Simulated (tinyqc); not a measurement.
# Changing the fraction x of B

Model: elastic strain and critical thickness of a cubic alloy layer A(1-x)B(x) on a thick substrate. Computed by tinyqc, a small Python program. Command: `OMP_NUM_THREADS=1 python tinyqc.py 3011619 3011620 out.jsonl misfit sweep`. One thread of a shared host (Intel(R) Xeon(R) Processor @ 2.30GHz), about 0.02 s of CPU time with the checks.

Strain is positive in tension. The layer is coherent with the substrate unless said otherwise.

Inputs (values chosen for the exercise, for a model alloy): lattice constant a_A = 5.653 angstrom; lattice constant a_B = 6.096 angstrom; substrate lattice constant a_S = 5.65 angstrom; layer thickness h = 8.5 nm; X-ray wavelength = 1.540593 angstrom; start of the iteration h0/b = 20.

Growth plane: (111). Layer: uncapped. Misfit dislocation: 60-degree.

C11, C12, C44 of A (GPa): [131.6, 49.04, 60.18]

C11, C12, C44 of B (GPa): [80.84, 44.34, 42.4]

Method:
- a = (1 - x) a_A + x a_B, the same rule for each C_ij; misfit f = (a_S - a)/a, the in-plane strain of the coherent layer.
- (111): D = 2 (C11 + 2 C12 - 2 C44)/(C11 + 2 C12 + 4 C44), M = 6 C44 (C11 + 2 C12)/(C11 + 2 C12 + 4 C44). The free surface carries no normal stress, so e_perp = -D f; dV/V = 2 f + e_perp; stress = M f; energy per area = M f^2 h (1 GPa nm = 1 J/m^2).
- Reflection 111: d = a_perp/sqrt(3), with a_perp = a (1 + e_perp) for the coherent layer, a for the relaxed layer and a_S for the substrate; sin(theta) = lambda/(2 d).
- Voigt averages: G = (C11 - C12 + 3 C44)/5, B = (C11 + 2 C12)/3, nu = (3 B - 2 G)/(2 (3 B + G)); b = a/sqrt(2). The 60-degree dislocation has cos alpha = 1/2, and cos lambda = sqrt(3)/6 on (111), for glide on an inclined {111} plane.
- Matthews-Blakeslee: h_c = A [ln(h_c/b) + 1], A = b (1 - nu cos^2 alpha)/(8 pi |f| (1 + nu) cos lambda), the factor 8 pi being that of an uncapped layer.
- Start at h0, put the right side back in, and stop when the change is below 1e-9 h or h turns negative.

One run for each value; columns: (1) fraction x of B; (2) misfit f; (3) in-plane stress (GPa); (4) critical thickness h_c (Matthews-Blakeslee) (nm); (5) peak separation of the coherent layer (arcsec); (6) biaxial modulus M (GPa):
```
(1)        (2)     (3)    (4)    (5)    (6)
0.04  -0.00365  -0.637  72.50   -268  174.3
0.13  -0.01061  -1.803  19.79   -777  169.9
0.22  -0.01747  -2.891  10.49  -1276  165.5
0.32  -0.02498  -4.012   6.53  -1822  160.6
0.41  -0.03164  -4.942   4.72  -2304  156.2
0.50  -0.03822  -5.800   3.61  -2778  151.8
0.59  -0.04470  -6.586   2.86  -3246  147.3
0.68  -0.05110  -7.302   2.33  -3706  142.9
0.78  -0.05810  -8.018   1.89  -4209  138.0
0.87  -0.06432  -8.591   1.58  -4655  133.6
0.96  -0.07046  -9.099   1.34  -5096  129.1
```

Over the rows, misfit f falls from -0.00365 to -0.0705 (exponent d ln y / d ln x about 0.94 throughout); in-plane stress (GPa) falls from -0.637 to -9.10 (exponent d ln y / d ln x 0.88 between the first rows and 0.58 between the last); critical thickness h_c (Matthews-Blakeslee) (nm) falls from 72.5 to 1.34 (exponent d ln y / d ln x -1.1 between the first rows and -1.7 between the last). h_c |f| / 1 nm runs from 0.265 to 0.0944: it would be constant but for the logarithm and the drift of b and nu.

Caution (rows 0.320, 0.410, 0.500, 0.590, 0.680, 0.780, 0.870, 0.960): above about 2 % misfit, linear elasticity is rough and compressed layers tend to form islands before dislocations. Caution (rows 0.590, 0.680, 0.780, 0.870, 0.960): a critical thickness of a few Burgers vectors is outside continuum elasticity and hangs on the core term.

Extremes, crossings and ranges named in words are read from the listed rows.
